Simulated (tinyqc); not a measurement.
Scattering rates of a carrier in a spherical band by Fermi's golden rule: one step, computed by the program tinyqc. Command: `OMP_NUM_THREADS=1 python tinyqc.py 3010184 3010185 out.jsonl scatter walk`. One thread of a shared host (Intel(R) Xeon(R) Processor @ 2.30GHz), about 0.01 s of CPU time with the checks.

All processes here are isotropic or elastic, and the rate listed is the momentum relaxation rate.

Question. Optical or intervalley phonons. Parabolic band: E = hbar^2 k^2/(2 m), speed v = hbar k/m, states per spin, volume and energy g(E) = m k/(2 pi^2 hbar^2). Masses are multiplied by m_0 and all formulas are in SI units. Phonon occupation N_q = 1/(exp(hbar w/(k_B T)) - 1). Optical or intervalley deformation potential: 1/tau = (pi Z_f D_o^2/(rho w)) [N_q g(E + hbar w) + (N_q + 1) g(E - hbar w)], with g = 0 below the band edge.

Inputs (values chosen for the exercise, for a model non-polar semiconductor):
```
quantity,value,unit
density-of-states mass of one valley m,0.14,m_0
density rho,6040,kg/m^3
phonon energy hbar w,20.5,meV
optical or intervalley deformation potential D_o,7.8,1e8 eV/cm
final valleys Z_f,1,-
temperature T,400,K
carrier energy E,45,meV
```

Crystal: non-polar. Band: parabolic. Impurity formula: Conwell-Weisskopf. Further scattering: neutral impurities.

Constants: e = 1.602176634e-19 C; hbar = 6.582119569e-16 eV s; k_B = 8.617333262e-05 eV/K; m_0 = 9.1093837015e-31 kg; hbar = 1.054571817e-34 J s.

Give: absorption rate; emission rate.

Answer.

absorption rate = 9.148e+11 1/s

emission rate = 1.014e+12 1/s

Emission is 1.11 times absorption here.
